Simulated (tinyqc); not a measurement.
What moves the results: polar nitride quantum well with polarisation fields. A value that a table varies takes the place of the one given here.

Growth along [0001]. e_par = (a_sub - a)/a, Ppz = 2 e_par (e31 - e33 C13/C33), P = Psp + Ppz in each layer; strain relaxation and the strain shift of the gaps are left out, although thick layers with more than about 1 % mismatch would relax.

In a periodic stack without free charge the potential drop over a period vanishes: F_w = (P_b - P_w) Lb/(eps0 (eps_w Lb + eps_b Lw)), F_b = -F_w Lw/Lb, eps0 = 8.8541878e-12 F/m; 1 MV/cm = 1e8 V/m = 0.01 V/angstrom.

Envelope functions on cells of 0.25 angstrom over barrier, well, barrier (widths Lb, Lw, Lb), psi = 0 beyond, psi'/m continuous (mean mass between points), c = hbar^2/2m0. With u(z) the integral of e F (F_w in the well, F_b = -F_w Lw/Lb in the barriers, 1 MV/cm = 0.01 V/angstrom), zero at the centre of the well, the electron sees u plus Vc in the barriers and the hole -u plus Vv. The transition is Eg + E_e + E_h; excitons are left out.

Constants: hbar^2/2m0 = 3.80998211 eV angstrom^2; hc = 1239.841984 eV nm.

Inputs chosen for the exercise (near those of a GaN well in AlGaN; shifted at random, so the results belong to these values and not to a real crystal): a_w = 3.189 angstrom (lattice constant a, well); a_b = 3.171 angstrom (lattice constant a, barrier); a_sub = 3.171 angstrom (in-plane lattice constant of the stack); Psp_w = -0.0332 C/m^2 (spontaneous polarisation); Psp_b = -0.044 C/m^2 (spontaneous polarisation); e31_w = -0.347 C/m^2; e31_b = -0.397 C/m^2; e33_w = 0.668 C/m^2; e33_b = 0.857 C/m^2; C_w = 0.267 (C13/C33); C_b = 0.265 (C13/C33); eps_w = 10.3 (dielectric constant); eps_b = 10.1 (dielectric constant); Lb = 100 angstrom (barrier width); Eg = 3.44 eV (gap of the well); Vc = 0.341 eV (conduction offset); Vv = 0.161 eV (valence offset); me = 0.2 m0 (electron, well); meb = 0.228 m0 (electron, barrier); mh = 1.92 m0 (hole, everywhere); Ls = (10, 14, 20, 28, 38, 50) angstrom (well widths); Lw = 36 angstrom (well width).

## Width of the well

Field, levels and overlap anew for each width.

Results:
```
Lw (angstrom)  F_w (MV/cm)  E (eV)  E without field (eV)  overlap^2  ln overlap^2
10                  -1.671  3.7105                3.7397      0.632         -0.46
14                  -1.613  3.6242                3.6721      0.559         -0.58
20                  -1.534  3.5185                3.6040      0.364         -1.01
28                  -1.439  3.4047                3.5504      0.147         -1.92
38                  -1.337  3.2864                3.5133     0.0315         -3.46
50                  -1.231  3.1655                3.4889    0.00310         -5.78
```

The red shift grows from 29 to 323 meV. The line drops below Eg between 20 and 28 angstrom, which a square well can never do. Over the last two rows dE/dLw = -10.1 meV per angstrom, against -|e F_w| = -12.3 in the last row; the field itself weakens by 26 % over the table, since a wider well shares the drop with the barrier. The overlap falls by a factor 204.

## Screening the field

F_w = -1.3559 MV/cm

Carriers or a semipolar orientation reduce the field; here it is simply scaled in well and barrier.

Results:
```
share of the field  F_w (MV/cm)  E (eV)     nm  overlap^2  separation (angstrom)
1.0                      -1.356  3.3085  374.7      0.044                   24.6
0.8                      -1.085  3.3681  368.1      0.085                   22.4
0.6                      -0.814  3.4220  362.3       0.17                   19.6
0.4                      -0.542  3.4683  357.5       0.32                   16.0
0.2                      -0.271  3.5036  353.9       0.63                   10.5
0.0                       0.000  3.5190  352.3       0.96                    0.0
```

Full screening shifts the line by -22.4 nm (+211 meV). The first fifth of the screening gives 60 meV and the last fifth 15 meV; a purely quadratic shift would give a ratio of 9, a linear one 1, and here it is 3.9.

## What each parameter does

Polarisation, field, levels and overlap anew. Each row changes one parameter from the base and keeps the others.

Results:
```
case                    F_w (MV/cm)  E (eV)  overlap^2  red shift (meV)
base                         -1.356  3.3085      0.044              211
Lw = 32 angstrom             -1.396  3.3549      0.083              178
Lb = 85 angstrom             -1.296  3.3230      0.052              196
a_sub = 3.161 angstrom       -1.304  3.3203      0.050              199
Psp_b = -0.0484 C/m^2        -1.712  3.2239      0.019              295
e33_w = 0.735 C/m^2          -1.372  3.3048      0.043              214
eps_w = 11.3                 -1.265  3.3290      0.055              190
mh = 1.34 m0                 -1.356  3.3194      0.056              203
Vc = 0.29 eV                 -1.356  3.2987      0.038              217
```

The largest shifts from the base row, up to three for each result and ties (the steps differ in size, so this ranks the rows, not the parameters). F_w (MV/cm): Psp_b -0.357, eps_w +0.091, Lb +0.060; unchanged at the printed digits by mh and Vc. E (eV): Psp_b -0.0846, Lw +0.0464, eps_w +0.0205. overlap^2: Lw +0.0391, Psp_b -0.0249, mh +0.0116. red shift (meV): Psp_b +85, Lw -33, eps_w -20.

Program tinyqc; command `OMP_NUM_THREADS=1 python tinyqc.py 1251853 1251854 out.jsonl`; about 0.04 s on one thread of a shared Intel(R) Xeon(R) Processor @ 2.30GHz.
